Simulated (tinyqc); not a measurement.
Inside a calculation. Model: double-gate transistor, scale length and short-channel effects.

Numbers from tinyqc (`OMP_NUM_THREADS=1 python tinyqc.py 2420030 2420031 out.jsonl`; about 0.01 s on one thread of a shared Intel Xeon 2.30GHz). Printed values are rounded.

A body of thickness ts between two insulators of thickness ti and two tied gates. Below threshold the potential that source and drain add obeys Laplace's equation and vanishes on the gate. Its lowest mode decays along the channel as exp(-k y); k is the smallest positive root of the matching condition at the interface, and the scale length is Lambda = pi/k.

Parameters, values chosen for the exercise; permittivities: semiconductor close to that of gallium nitride, insulator close to that of silicon dioxide:

| symbol | value | unit | meaning |
|---|---|---|---|
| T | 400 | K | temperature |
| eps_r | 9.36 |  | relative permittivity of the semiconductor |
| ei | 3.77 |  | relative permittivity of the insulator |
| ti | 1.9 | nm | insulator thickness |
| ts | 4.7 | nm | body thickness |
| L | 31 | nm | channel length |
| Vbi | 0.94 | V | potential of the source |
| sT | 0.53 | V | potential of the barrier top at threshold |
| VTL | 0.35 | V | long-channel threshold |
| m | 1 |  | long-channel body factor |
| Vds | 0.6 | V | drain voltage |

Constants: q = 1.602176634e-19 C, kB = 1.380649e-23 J/K, Vt = kB T/q. Results are converted to the units shown.

## Scan of the matching condition

```
point,k (1/nm)
0,0.0525
1,0.105
2,0.1575
3,0.21
4,0.2625
5,0.315
6,0.3675
7,0.42
```

f(k) = ei cos(k ti) cos(k ts/2) - eps_r sin(k ti) sin(k ts/2).

```
point,f(k)
0,3.608038
1,3.130221
2,2.360353
3,1.336794
4,0.110558
5,-1.257217
6,-2.698299
7,-4.140746
```

The first change of sign lies between k = 0.2625 and 0.315 1/nm.

## Iteration 1: decay constant by Newton steps

k at the start = 0.315 1/nm

f(k) = ei cos(k ti) cos(k ts/2) - eps_r sin(k ti) sin(k ts/2); f' by a central difference with +/- 1e-5 1/nm; k(new) = k - f/f'.

f = -1.257217
f' = -26.97575 nm
k after iteration 1 = 0.2683945 1/nm

## Iteration 2: decay constant by Newton steps

As before.

f = -0.03716887
f' = -25.20835 nm
k after iteration 2 = 0.2669201 1/nm

## Course of the iteration: decay constant by Newton steps

Stop when k changes by less than 1e-10 1/nm, or after 30 iterations.

Course of the iteration:
```
iteration,k (1/nm),|change| (1/nm)
1,0.2683945,0.0466
2,0.2669201,1.47e-3
3,0.2669179,2.12e-6
4,0.2669179,4.45e-12
```

Converged in 4 iterations. At the end the number of correct digits about doubles with each step.

## Scale length against simple estimates

k = 0.2669179 1/nm

Lambda = pi/k and l = 1/k. A parabolic potential across the structure gives l(parabolic) = sqrt((eps_r/(2 ei)) ts ti (1 + ei ts/(4 eps_r ti))).

Lambda = 11.76988 nm
l = 3.746470 nm
l(parabolic) = 3.721124 nm

The parabolic estimate is 0.68 % below l.

## Threshold shift, barrier position and swing

Along the channel psi(y) = s + a exp(y/l) + b exp(-y/l) with psi(0) = Vbi, psi(L) = Vbi + Vds and l = 1/k = Lambda/pi; with A = Vbi - s, B = A + Vds, x = exp(-L/l): a = (B - A x) x/(1 - x^2), b = (A - B x)/(1 - x^2). The minimum is s + 2 sqrt(a b), at y = (l/2) ln(b/a). The long-channel potential follows the gate as s = sT + (Vg - VTL)/m, and the threshold VT is the gate voltage at which the minimum equals sT. Swing = m Vt ln 10/g at threshold, g = d(minimum)/ds = 1 - (b x + a)/((1 + x) sqrt(a b)).

s at threshold = 0.5087101 V
a = 2.628959e-4 V
b = 0.4310270 V
position of the minimum = 13.86600 nm
VT = 0.3287101 V
swing = 82.24815 mV/decade

The threshold lies 21.3 mV below the long-channel value, and the barrier top sits at 0.45 L from the source.
